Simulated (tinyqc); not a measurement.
Anisotropic elasticity and sound waves of a cubic crystal: one step, computed by the program tinyqc. Command: `OMP_NUM_THREADS=1 python tinyqc.py 3011391 3011392 out.jsonl cubicelastic walk`. One thread of a shared host (Intel(R) Xeon(R) Processor @ 2.30GHz), about 0.01 s of CPU time with the checks.

Voigt order 1..6 = xx, yy, zz, yz, xz, xy, with engineering shear strains. The rotated frame has x' as named, z' along the wafer normal and y' = z' x x'.

Problem. Stiffness in the rotated frame. C'_ijkl = C12 delta_ij delta_kl + C44 (delta_ik delta_jl + delta_il delta_jk) - H sum_m a_im a_jm a_km a_lm.

Inputs (values chosen for the exercise, modelled on indium phosphide): C12 = 56.99 GPa; C44 = 45.54 GPa.

Frame: (001) wafer, x' along [110].

H = 48.85 GPa

direction cosines a (rows x', y', z' in the cube axes):
```
            x         y         z
x'   0.707107  0.707107  0.000000
y'  -0.707107  0.707107  0.000000
z'   0.000000  0.000000  1.000000
```

Give: C'.

Solution.

C' (GPa):
```
         1        2       3       4       5       6
1  123.645   32.565  56.990   0.000   0.000   0.000
2   32.565  123.645  56.990   0.000   0.000   0.000
3   56.990   56.990  99.220   0.000   0.000   0.000
4    0.000    0.000   0.000  45.540   0.000   0.000
5    0.000    0.000   0.000   0.000  45.540   0.000
6    0.000    0.000   0.000   0.000   0.000  21.115
```

No normal-shear coupling appears in this frame.
